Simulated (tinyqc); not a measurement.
Three regimes over temperature: precursor delivery and alloy composition in metal-organic vapour-phase epitaxy. Computed by tinyqc, a small Python program. Command: `OMP_NUM_THREADS=1 python tinyqc.py 3007008 3007009 out.jsonl movpe walk`. One thread of a shared host (Intel(R) Xeon(R) Processor @ 2.30GHz), about 0.01 s of CPU time with the checks.

Carrier gas leaves each bubbler saturated. Group-III species cross a boundary layer and react at the surface; element 2 can also desorb. The film is (1)_(1-x) (2)_x V with a zinc-blende cell.

Inputs (values chosen for the exercise, close to those used for InGaAs from TMGa and TMIn):
```
quantity                                   value      unit
source 1: a in log10(p/torr) = a - b/T      8.07         -
source 1: b                                 1703         K
source 1: bath temperature                    -4         C
source 1: carrier flow                         5      sccm
source 2: a                                10.52         -
source 2: b                                 3014         K
source 2: bath temperature                    27         C
source 2: carrier flow                       420      sccm
bubbler pressure p_b                         600      torr
group-V hydride flow                          44      sccm
total flow                                   9.7       slm
reactor pressure p                           100      torr
diffusivity D0 at 273.15 K and 760 torr     0.45    cm^2/s
boundary layer delta                         1.3        cm
prefactor of the surface rate k_s        9.1e+13      cm/s
energy of k_s                               1.88        eV
prefactor of the loss of element 2         5e+15  layers/s
energy of the loss                          3.19        eV
lattice constant a                          5.75  angstrom
```

Constants: k_B = 1.380649e-23 J/K; k_B = 8.617333262e-05 eV/K.

Method:
- Temperatures in kelvin are T(C) + 273.15.
- Vapour pressure p_v = 10^(a - b/T); precursor flow = carrier flow x p_v/(p_b - p_v); 1 sccm = 44.615 micromol/min; V/III = hydride flow over the sum of both; gas share x_g = F2/(F1 + F2).
- Partial pressure p_i = p F_i/(44615 x total flow in slm); density n_i = p_i/(k_B T), 1 torr = 133.322 Pa; D = D0 (T/273.15)^1.75 (760/p), h = D/delta, the same for both; k_s = prefactor x exp(-energy/(k_B T)); arrival J_i = n_i/(1/h + 1/k_s); in layers per second g_i = J_i a^2/2 (two group-III sites per a^2 on (001)).
- Loss of element 2 is r x with r = prefactor x exp(-energy/(k_B T)). Then x = (g2 - r x)/(g1 + g2 - r x), or r x^2 - (g1 + g2 + r) x + g2 = 0, smaller root; growth rate G = g1/(1 - x) layers/s; one layer is a/2 thick, 1 angstrom/s = 0.36 um/h.

molar flows (micromol/min): F1 22.6444, F2 94.4314

gas share x_g = 0.806583

Growth:
```
T (C)       k_s/h  r (layers/s)        x  G (um/h)
450    4.9764e-01    2.9324e-07  0.80658     2.969
500    3.1147e+00    8.0344e-06  0.80658     7.111
550    1.5494e+01    1.4724e-04  0.80658     9.249
600    6.3751e+01    1.9340e-03  0.80655    10.131
650    2.2382e+02    1.9218e-02  0.80629    10.667
700    6.8730e+02    1.5084e-01  0.80438    11.022
750    1.8831e+03    9.6791e-01  0.79236    10.791
800    4.6780e+03    5.2232e+00  0.71483     8.146
850    1.0678e+04    2.4258e+01  0.34816     3.688
```

What follows from these numbers?

G peaks at 700 C among these rows. Between the first rows the apparent energy is 0.84 eV, against 1.88 eV for k_s, as control is already mixed; k_s passes h between 450 and 500 C, well above which G depends weakly on T until desorption sets in. Among these rows x stays within 2 % of x_g up to 750 C and then falls, to 0.35 in the last row, as element 2 desorbs. Caution: in these rows, too, a is fixed and both precursors share one D and k_s.

Extremes, crossings and ranges named in words are read from the listed rows.
